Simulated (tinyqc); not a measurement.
Worked calculation: Jacobi rotations on a symmetric matrix. Computed by tinyqc, a small Python program that keeps every step. Settings: method = jacobi. Command: `OMP_NUM_THREADS=1 python tinyqc.py 30530 30531 out.jsonl` (the two numbers bound the seeds that draw the settings). One thread of a shared host (Intel(R) Xeon(R) Processor @ 2.60GHz), about 0.01 s of CPU time with the checks.

## Jacobi rotation 1

A:
```
[[0.12400, 0.05200, 0.86800],
 [0.05200, 0.45700, 0.60100],
 [0.86800, 0.60100, 0.79700]]
```

Take the largest off-diagonal element A_pq; tan 2 theta = 2 A_pq / (A_qq - A_pp) with |theta| <= pi/4; A' = J^T A J with J_pp = J_qq = cos, J_pq = sin, J_qp = -sin.

p, q, theta (rad): [1.00000, 3.00000, 0.60048]

A':
```
[[-0.47044, -0.29669, 0.00000],
 [-0.29669, 0.45700, 0.52525],
 [0.00000, 0.52525, 1.39144]]
```

## Jacobi rotation 2

As before.

p, q, theta (rad): [2.00000, 3.00000, 0.42190]

A':
```
[[-0.47044, -0.27067, -0.12149],
 [-0.27067, 0.22124, 0.00000],
 [-0.12149, 0.00000, 1.62720]]
```

## All rotations

The off-diagonal norm falls at every rotation.

Rotations:
```
step  p  q     theta  off-diagonal norm
1     1  3   0.60048           8.53e-01
2     2  3   0.42190           4.20e-01
3     1  2  -0.33203           1.72e-01
4     1  3  -0.05223           5.60e-02
5     2  3   0.02996           2.92e-03
6     1  2   0.00234           8.76e-05
7     1  3  2.81e-05           2.05e-07
8     2  3  1.10e-07           5.76e-12
```

eigenvalues: [-0.56978, 0.31339, 1.63439]
